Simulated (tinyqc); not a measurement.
Order-disorder in a binary alloy on two sublattices: Bragg-Williams and pair (quasi-chemical) approximations: one step, computed by the program tinyqc. Command: `OMP_NUM_THREADS=1 python tinyqc.py 3018984 3018985 out.jsonl order walk`. One thread of a shared host (Intel(R) Xeon(R) Processor @ 2.30GHz), about 0.01 s of CPU time with the checks.

All z = 8 neighbours of a site lie on the other sublattice. B fills the sublattices with x + eta/2 and x - eta/2; energies are per site, from the pure components: u = -z w y with y the probability of an A-B bond taken in one order.

Question. Energy, entropy and site fractions. a = x + eta/2, b = x - eta/2; u = -z w [x (1 - x) + eta^2/4]; s/k_B = [s2(a) + s2(b)]/2, s2(c) = -c ln c - (1 - c) ln(1 - c); gain on ordering = f(eta) - f(0), f = u - T s. Superlattice over fundamental intensity = [eta (f_B - f_A)/2]^2/[(1 - x) f_A + x f_B]^2.

Inputs (values chosen for the exercise, for a model alloy): ordering energy w = (e_AA + e_BB)/2 - e_AB = 9.8 meV; fraction x of B = 0.46; temperature T = 251 K.

Lattice: bcc (B2 order, z = 8).

scattering factors f_A, f_B (electrons): 20  46

order parameter eta = 0.8904068

Constants: k_B = 8.617333262e-05 eV/K.

Give: B fraction on its own sublattice; B fraction on the A sublattice; energy u; entropy s; gain on ordering; intensity ratio.

Answer.

B fraction on its own sublattice = 0.9052

B fraction on the A sublattice = 0.01480

energy u = -35.01 meV/site

entropy s = 0.1953 k_B/site

gain on ordering = -4.840 meV/site

intensity ratio = 0.1312

A on the B sublattice: 0.0948, of which 0.0800 is forced by composition.
